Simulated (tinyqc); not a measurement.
Worked calculation: zigzag graphene nanoribbon in tight binding. Values are carried at full precision from step to step, so a last printed digit may differ when a step is redone from the rounded ones.

A zigzag ribbon of N chains, sites A1, B1, A2, ..., BN across it. For each k it is a chain with bonds -2t cos(k/2) (A_n to B_n) and -t (B_n to A_(n+1)), and +D, -D on A and B. A1 and BN are the edge sites; the Dirac points project to k = 2 pi/3.

Parameters, chosen for this exercise (near those used for graphene; shifted at random, so the results belong to these values and not to a real crystal):

| symbol | value | unit | meaning |
|---|---|---|---|
| t | 2.51 | eV | hopping |
| N | 5 |  | zigzag chains |
| D | 0.06 | eV | sublattice potential, +D on A and -D on B |
| k | 2.03 |  | k times the period sqrt3 acc |

## The chain at this k

Form the k-dependent bond and the matrix.

2 cos(k/2) = 1.05524

H(k) (eV):
```
         A1       B1       A2       B2       A3       B3       A4       B4       A5       B5
A1   0.0600  -2.6487        0        0        0        0        0        0        0        0
B1  -2.6487  -0.0600  -2.5100        0        0        0        0        0        0        0
A2        0  -2.5100   0.0600  -2.6487        0        0        0        0        0        0
B2        0        0  -2.6487  -0.0600  -2.5100        0        0        0        0        0
A3        0        0        0  -2.5100   0.0600  -2.6487        0        0        0        0
B3        0        0        0        0  -2.6487  -0.0600  -2.5100        0        0        0
A4        0        0        0        0        0  -2.5100   0.0600  -2.6487        0        0
B4        0        0        0        0        0        0  -2.6487  -0.0600  -2.5100        0
A5        0        0        0        0        0        0        0  -2.5100   0.0600  -2.6487
B5        0        0        0        0        0        0        0        0  -2.6487  -0.0600
```

An edge state of the finite ribbon needs 2 cos(k/2) < N/(N + 1) = 0.8333: not met here.

## Levels and where the middle pair lives

Diagonalise H; average the weights of the two middle levels.

levels (eV): -4.9512  -4.3452  -3.3913  -2.1722  -0.8253  0.8253  2.1722  3.3913  4.3452  4.9512

weights: A1 0.166, B1 0.016, A2 0.151, B2 0.058, A3 0.109, B3 0.109, A4 0.058, B4 0.151, A5 0.016, B5 0.166

The two edge sites hold 33.2 % of the middle pair, against 20.0 % for an even spread.

## Checks

- Level at k = pi next to the edge pair against sqrt(t^2 + D^2): both 2.51072.

Program tinyqc; command `OMP_NUM_THREADS=1 python tinyqc.py 1451296 1451297 out.jsonl`; about 0.01 s on one thread of a shared Intel(R) Xeon(R) Processor @ 2.30GHz.
